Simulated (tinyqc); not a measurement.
Inside a calculation. Method: Luttinger-Kohn k.p, four valence bands. One step of it, computed by the program tinyqc.

Problem. Bloch Hamiltonian at k. P = c g1 k^2, Q = c g2 (kx^2 + ky^2 - 2 kz^2), R = c sqrt3 [-g2 (kx^2 - ky^2) + 2i g3 kx ky], S = 2 c sqrt3 g3 (kx - i ky) kz, c = hbar^2/2m = 3.809982 eV angstrom^2; rows [P+Q, -S, R, 0], [-S*, P-Q, 0, R], [R*, 0, P-Q, S], [0, R*, S*, P+Q]. The path ends lie at |k| = 0.07 1/angstrom.

Luttinger parameters chosen for this model; energies are counted downward from the top of the valence band:
```
parameter,value,unit
g1,13.380000,
g2,1.890000,
g3,2.900000,
```

k point k (1/angstrom): 0.045000  0.035000  0.029000

Give: H(k) at k.

Solution.

H(k) at k (eV), lower triangle (Hermitian):
```
,3/2,1/2,-1/2,-3/2
3/2,0.2198
1/2,-0.0499-0.0388i,0.1973
-1/2,-0.0100-0.0603i,0.0000,0.1973
-3/2,0.0000,-0.0100-0.0603i,0.0499+0.0388i,0.2198
```
